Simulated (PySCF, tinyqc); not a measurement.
Inside a calculation. Method: MP2 on RHF in the sto-3g basis, frozen core, for Be, spin multiplicity 1. The lowest restricted solution is unstable here: a spin-polarised one lies 0.0012 hartree lower (PySCF). Computed by tinyqc, a small Python program that keeps every step (integrals from PySCF). Settings: charge = 0, multiplicity = 1, basis = sto-3g, method = RHF, frozen orbitals = 1, energy threshold = 1e-10, iteration cap = 60, orthogonalisation = symmetric, start = core, DIIS depth = 6. Command: `OMP_NUM_THREADS=1 python tinyqc.py 26657 26658 out.jsonl` (the two numbers bound the seeds that draw the settings). One thread of a shared host (Intel(R) Xeon(R) Processor @ 2.60GHz), about 0.05 s of CPU time with the checks. The early iterations of the SCF are left out here.

## One-electron integrals

Geometry (angstrom):
```
atom         x         y         z
Be    0.000000  0.000000  0.000000
```

Basis sto-3g: exponents (1/bohr^2) and contraction coefficients of normalised primitives:
```
element  l (shell)   exponent  coefficient
Be           s (1)  30.167871     0.154329
Be           s (1)   5.495115     0.535328
Be           s (1)   1.487193     0.444635
Be           s (2)   1.314833    -0.099967
Be           s (2)   0.305539     0.399513
Be           s (2)   0.099371     0.700115
Be           p (3)   1.314833     0.155916
Be           p (3)   0.305539     0.607684
Be           p (3)   0.099371     0.391957
```

Overlap, kinetic and nuclear-attraction integrals over the contracted functions; the nuclear repulsion is the sum of Za Zb / Rab.

nuclear repulsion = 0 hartree

overlap S, order 1Be 1s, 1Be 2s, 1Be 2px, 1Be 2py, 1Be 2pz:
```
[[1.000000, 0.259517, 0.000000, 0.000000, 0.000000],
 [0.259517, 1.000000, 0.000000, 0.000000, 0.000000],
 [0.000000, 0.000000, 1.000000, 0.000000, 0.000000],
 [0.000000, 0.000000, 0.000000, 1.000000, 0.000000],
 [0.000000, 0.000000, 0.000000, 0.000000, 1.000000]]
```

kinetic energy T (hartree), order 1Be 1s, 1Be 2s, 1Be 2px, 1Be 2py, 1Be 2pz:
```
[[6.693975, -0.033012, 0.000000, 0.000000, 0.000000],
 [-0.033012, 0.211111, 0.000000, 0.000000, 0.000000],
 [0.000000, 0.000000, 0.660592, 0.000000, 0.000000],
 [0.000000, 0.000000, 0.000000, 0.660592, 0.000000],
 [0.000000, 0.000000, 0.000000, 0.000000, 0.660592]]
```

nuclear attraction V (hartree), order 1Be 1s, 1Be 2s, 1Be 2px, 1Be 2py, 1Be 2pz:
```
[[-14.561092, -1.899246, 0.000000, 0.000000, 0.000000],
 [-1.899246, -2.313268, 0.000000, 0.000000, 0.000000],
 [0.000000, 0.000000, -2.294749, 0.000000, 0.000000],
 [0.000000, 0.000000, 0.000000, -2.294749, 0.000000],
 [0.000000, 0.000000, 0.000000, 0.000000, -2.294749]]
```

core Hamiltonian H = T + V (hartree), order 1Be 1s, 1Be 2s, 1Be 2px, 1Be 2py, 1Be 2pz:
```
[[-7.867117, -1.932258, 0.000000, 0.000000, 0.000000],
 [-1.932258, -2.102157, 0.000000, 0.000000, 0.000000],
 [0.000000, 0.000000, -1.634157, 0.000000, 0.000000],
 [0.000000, 0.000000, 0.000000, -1.634157, 0.000000],
 [0.000000, 0.000000, 0.000000, 0.000000, -1.634157]]
```

## Two-electron integrals

Functions are numbered as in S; the eight-fold symmetry (ij|kl) = (ji|kl) = (kl|ij) leaves the list below.

Two-electron integrals (ij|kl) in chemists' order, unique and non-zero (hartree):
```
(11|11) 2.298831   (21|11) 0.392036   (21|21) 0.079539   (22|11) 0.570988
(22|21) 0.143041   (22|22) 0.417683   (31|31) 0.014607   (32|31) 0.021888
(32|32) 0.092265   (33|11) 0.569578   (33|21) 0.143083   (33|22) 0.417589
(33|33) 0.449859   (41|41) 0.014607   (42|41) 0.021888   (42|42) 0.092265
(43|43) 0.024249   (44|11) 0.569578   (44|21) 0.143083   (44|22) 0.417589
(44|33) 0.401360   (44|44) 0.449859   (51|51) 0.014607   (52|51) 0.021888
(52|52) 0.092265   (53|53) 0.024249   (54|54) 0.024249   (55|11) 0.569578
(55|21) 0.143083   (55|22) 0.417589   (55|33) 0.401360   (55|44) 0.401360
(55|55) 0.449859
```

## Orthogonalisation

S = U s U^T; symmetric (Loewdin) form X = U s^(-1/2) U^T, so that X^T S X = 1.

eigenvalues of S: [0.740483, 1.000000, 1.000000, 1.000000, 1.259517]

X, order 1Be 1s, 1Be 2s, 1Be 2px, 1Be 2py, 1Be 2pz:
```
[[1.026569, -0.135528, 0.000000, 0.000000, 0.000000],
 [-0.135528, 1.026569, 0.000000, 0.000000, 0.000000],
 [0.000000, 0.000000, 1.000000, 0.000000, 0.000000],
 [0.000000, 0.000000, 0.000000, 1.000000, 0.000000],
 [0.000000, 0.000000, 0.000000, 0.000000, 1.000000]]
```

## Starting guess

The start is the orbitals of the core Hamiltonian; D = 2 C_occ C_occ^T.

D at the start, order 1Be 1s, 1Be 2s, 1Be 2px, 1Be 2py, 1Be 2pz:
```
[[2.144425, -0.556515, 0.000000, 0.000000, 0.000000],
 [-0.556515, 2.144425, 0.000000, 0.000000, 0.000000],
 [0.000000, 0.000000, 0.000000, 0.000000, 0.000000],
 [0.000000, 0.000000, 0.000000, 0.000000, 0.000000],
 [0.000000, 0.000000, 0.000000, 0.000000, 0.000000]]
```

## Iteration 2 (converged): orbitals

converged F (hartree), order 1Be 1s, 1Be 2s, 1Be 2px, 1Be 2py, 1Be 2pz:
```
[[-4.481297, -1.266056, 0.000000, 0.000000, 0.000000],
 [-1.266056, -0.594757, 0.000000, 0.000000, 0.000000],
 [0.000000, 0.000000, 0.221086, 0.000000, 0.000000],
 [0.000000, 0.000000, 0.000000, 0.221086, 0.000000],
 [0.000000, 0.000000, 0.000000, 0.000000, 0.221086]]
```

Diagonalise F' = X^T F X, C = X C', fill 2 alpha and 2 beta electrons from the bottom; D = 2 C_occ C_occ^T. Each column has its largest component positive (the first on a tie).

F' = X^T F X (hartree):
```
[[-4.381226, -0.651256, 0.000000, 0.000000, 0.000000],
 [-0.651256, -0.356804, 0.000000, 0.000000, 0.000000],
 [0.000000, 0.000000, 0.221086, 0.000000, 0.000000],
 [0.000000, 0.000000, 0.000000, 0.221086, 0.000000],
 [0.000000, 0.000000, 0.000000, 0.000000, 0.221086]]
```

orbital energies (hartree): [-4.483992, -0.254038, 0.221086, 0.221086, 0.221086]

coefficients C, order 1Be 1s, 1Be 2s, 1Be 2px, 1Be 2py, 1Be 2pz:
```
[[0.992898, -0.293881, 0.000000, 0.000000, 0.000000],
 [0.026138, 1.035147, 0.000000, 0.000000, 0.000000],
 [0.000000, 0.000000, 1.000000, 0.000000, 0.000000],
 [0.000000, 0.000000, 0.000000, 1.000000, 0.000000],
 [0.000000, 0.000000, 0.000000, 0.000000, 1.000000]]
```

D after iteration 2, order 1Be 1s, 1Be 2s, 1Be 2px, 1Be 2py, 1Be 2pz:
```
[[2.144425, -0.556515, 0.000000, 0.000000, 0.000000],
 [-0.556515, 2.144425, 0.000000, 0.000000, 0.000000],
 [0.000000, 0.000000, 0.000000, 0.000000, 0.000000],
 [0.000000, 0.000000, 0.000000, 0.000000, 0.000000],
 [0.000000, 0.000000, 0.000000, 0.000000, 0.000000]]
```

Within a degenerate level the vectors are fixed only up to a rotation; this is one choice.

## Convergence

Stop when the energy changes by less than 1e-10 hartree and every element of the error matrix X^T (F D S - S D F) X is below 3e-06.

Course of the cycle:
```
iteration   E (hartree)     change  largest element of the error matrix
1          -14.35188048          -                             1.81e-15
2          -14.35188048  -5.33e-15                             8.97e-16
```

PySCF RHF in the same basis = -14.35188048 hartree

Converged in 2 iterations.

## Populations

Mulliken: Z minus the diagonal of D S on the atom; Loewdin: the same with S^(1/2) D S^(1/2).

Charges (e):
```
atom  Mulliken  Loewdin
1Be          0        0
```

## Integrals over molecular orbitals

(pq|rs) = sum C_ip C_jq C_kr C_ls (ij|kl), one index at a time.

one-electron integrals over orbitals h = C^T H C (hartree):
```
[[-7.857501, 0.267574, 0.000000, 0.000000, 0.000000],
 [0.267574, -1.756350, 0.000000, 0.000000, 0.000000],
 [0.000000, 0.000000, -1.634157, 0.000000, 0.000000],
 [0.000000, 0.000000, 0.000000, -1.634157, 0.000000],
 [0.000000, 0.000000, 0.000000, 0.000000, -1.634157]]
```

Two-electron integrals over orbitals (pq|rs), unique and non-zero (hartree); the lowest 1 orbital is frozen and left out:
```
(22|22) 0.404138   (32|32) 0.086809   (33|22) 0.409597   (33|33) 0.449859
(42|42) 0.086809   (43|43) 0.024249   (44|22) 0.409597   (44|33) 0.401360
(44|44) 0.449859   (52|52) 0.086809   (53|53) 0.024249   (54|54) 0.024249
(55|22) 0.409597   (55|33) 0.401360   (55|44) 0.401360   (55|55) 0.449859
```

## Second-order Moller-Plesset energy

Hartree-Fock energy = -14.35188048 hartree

E2 = sum_ijab (ia|jb) [2 (ia|jb) - (ib|ja)] / (e_i + e_j - e_a - e_b) over occupied i, j and virtual a, b; the opposite-spin part is (ia|jb)^2 / denominator, the rest is same-spin, and SCS-MP2 scales them by 6/5 and 1/3.

Terms:
```
i  j  a  b   (ia|jb)   (ib|ja)  denominator       term
2  2  3  3  0.086809  0.086809    -0.950247  -0.007930
2  2  4  4  0.086809  0.086809    -0.950247  -0.007930
2  2  5  5  0.086809  0.086809    -0.950247  -0.007930
```

Pair energies (hartree; pair i-j sums ij and ji):
```
pair  opposite spin  same spin
2-2       -0.023791   0.000000
```

MP2 correlation energy = -0.02379107 hartree

SCS-MP2 correlation energy = -0.02854928 hartree

MP2 total energy = -14.37567154 hartree
